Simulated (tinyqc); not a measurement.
Inside a calculation. Model: mobility of a non-polar semiconductor in the relaxation-time approximation. Computed by tinyqc, a small Python program that keeps every step. Command: `OMP_NUM_THREADS=1 python tinyqc.py 3006275 3006276 out.jsonl rta walk`. One thread of a shared host (Intel(R) Xeon(R) Processor @ 2.30GHz), about 0.01 s of CPU time with the checks. Intermediate numbers are printed to about 6 digits and carried at full precision; extremes and crossings named in words are read from the listed rows.

Each valley is treated as a sphere of mass m_d for states and rates, with one isotropic relaxation time; the conductivity mass m_c sets the current.

Inputs (values chosen for the exercise, modelled on holes in silicon):
```
quantity                                            value       unit
longitudinal mass m_l                               0.498        m_0
transverse mass m_t                                 0.498        m_0
equivalent valleys Z                                    1          -
static permittivity eps_s                            11.7          -
density rho                                          2329     kg/m^3
sound velocity v_l                                   8940        m/s
acoustic deformation potential D_A                    5.8         eV
phonon energy hbar w                                 64.4        meV
optical or intervalley deformation potential D_o       10  1e8 eV/cm
final valleys Z_f                                       1          -
carrier density n                                 8.6e+17     1/cm^3
compensation ratio C                                    0          -
temperature T                                         500          K
neutral impurity density N_n                      1.4e+17     1/cm^3
```

Band: parabolic. Impurity formula: Conwell-Weisskopf. Further scattering: neutral impurities.

Constants: k_B = 8.617333262e-05 eV/K; m_0 = 9.1093837015e-31 kg; e = 1.602176634e-19 C; hbar = 1.054571817e-34 J s; eps_0 = 8.8541878128e-12 F/m; k_B = 1.380649e-23 J/K; hbar = 6.582119569e-16 eV s.

## Masses

m_d = (m_l m_t^2)^(1/3); 1/m_c = (1/m_l + 2/m_t)/3; Hall mass factor A = 3 K_m (K_m + 2)/(2 K_m + 1)^2, K_m = m_l/m_t; N_I = n (1 + C)/(1 - C).

density-of-states mass m_d = 0.498 m_0

conductivity mass m_c = 0.498 m_0

Hall mass factor A = 1

ionised impurity density N_I = 8.60e+17 1/cm^3

## Fermi level and screening

Parabolic band: E = hbar^2 k^2/(2 m), speed v = hbar k/m, states per spin, volume and energy g(E) = m k/(2 pi^2 hbar^2). Here m = m_d. Masses are multiplied by m_0 and all formulas are in SI units. The reduced Fermi level eta = E_F/(k_B T) solves n = 2 Z int g f dE with f = 1/(1 + exp(x - eta)) (Z = 1 unless valleys are given); screening length L_s = sqrt(eps_s eps_0 k_B T/(e^2 dn/deta)), dn/deta = 2 Z int g f (1 - f) dE. Integrals over x = E/(k_B T) use 160 Gauss-Legendre points in u = sqrt(x) from 0 to sqrt(max(eta, 0) + 32).

reduced Fermi level eta = -3.07795

screening length L_s = 5.73696 nm

The gas is non-degenerate (eta < -2), and L_s is close to the Debye length.

## Rates at a few energies

Phonon occupation N_q = 1/(exp(hbar w/(k_B T)) - 1). Acoustic deformation potential (elastic, equipartition, absorption and emission together): 1/tau = 2 pi k_B T D_A^2 g(E)/(hbar rho v_l^2). Optical or intervalley deformation potential: 1/tau = (pi Z_f D_o^2/(rho w)) [N_q g(E + hbar w) + (N_q + 1) g(E - hbar w)], with g = 0 below the band edge. Each optical term is multiplied by (1 - f(E'))/(1 - f(E)), E' the final energy, for Pauli blocking. Singly charged impurities, momentum relaxation: 1/tau = N_I e^4 m (1 + 2 alpha E) Phi/(8 pi (eps_s eps_0)^2 hbar^3 k^3), with alpha = 0 for a parabolic band. Conwell-Weisskopf: Phi = ln(1 + y^2), y = 4 pi eps_s eps_0 E N_I^(-1/3)/e^2 (largest impact parameter N_I^(-1/3)/2). Neutral impurities (Erginsoy): 1/tau = 20 N_n a_B hbar/m, a_B = 4 pi eps_s eps_0 hbar^2/(m e^2).

Rates (1e12/s) at E = (max(eta, 0) + 0.5, 1, 2, 4) k_B T:
```
E (meV)  acoustic  optical  ionised impurity  neutral impurity
21.543    2.09235   2.2899           8.04327          0.809233
43.087    2.95904   2.5398           5.14896          0.809233
86.173    4.18471   7.9058           2.72691          0.809233
172.347   5.91807  14.8899           1.29403          0.809233
```

## Mobility for each process alone

mu = (m_d/m_c) (2 Z e/(3 n k_B T)) int g v^2 tau f (1 - f) dE. Averages over x are split at the emission threshold x_0 = hbar w/(k_B T): 64 Gauss-Legendre points in sqrt(x) below it and 128 in sqrt(x - x_0) above it, up to x = max(eta, 0) + 32.

acoustic mobility = 891.963 cm^2/(V s)

optical mobility = 664.575 cm^2/(V s)

ionised impurity mobility = 1723.62 cm^2/(V s)

neutral impurity mobility = 4364.34 cm^2/(V s)

## All processes together

Rates are added at each energy before the average. With <y> = int g v^2 y f (1 - f) dE: Hall factor r_H = A (3 n k_B T/(2 Z m_d)) <tau^2/(1 + 2 alpha E)>/<tau>^2 (alpha = 0 for a parabolic band); Hall mobility r_H mu; |S| = (k_B/e) (<x tau>/<tau> - eta); resistivity 1/(n e mu).

drift mobility mu = 222.934 cm^2/(V s)

Hall factor r_H = 1.08182

Hall mobility = 241.175 cm^2/(V s)

Seebeck coefficient |S| = 448.214 microvolt/K

resistivity = 0.0325548 ohm cm

Taking r_H = 1 in a Hall measurement would give a density 0.924 times the true one. Caution: Erginsoy's formula holds for k a_B below about 0.5 and for dopants that stay neutral, which means low temperature; elsewhere it is only a rough constant rate.

## Matthiessen's rule against the full average

Matthiessen's rule adds 1/mu of the separate processes.

Separate mobilities:
```
process           mu (cm^2/(V s))  share of the sum of 1/mu (%)
acoustic                   891.96                       32.6368
optical                    664.57                       43.8037
ionised impurity          1723.62                       16.8894
neutral impurity          4364.34                        6.6702
```

mobility by Matthiessen's rule = 291.108 cm^2/(V s)

excess of Matthiessen's rule over the full mu = 30.5803 %

The rule gives 291.1 against the full 222.9, 30.6 % too high; it can only overestimate, since each separate average is carried by the energies where that process is weak. The error is large because optical and acoustic scattering both carry weight and depend on energy in different ways.

Checks made by the program: n against 2 Z (m k_B T/2 pi hbar^2)^(3/2) (2/sqrt(pi)) F_1/2(eta) by adaptive quadrature (relative difference below 1e-10); acoustic mobility against its closed form in Fermi integrals (relative difference below 1e-10); the sum rule (2 Z/(3 k_B T)) int g v^2 (1 + 2 alpha E) f (1 - f) dE = n/m_d (relative difference below 1e-10).
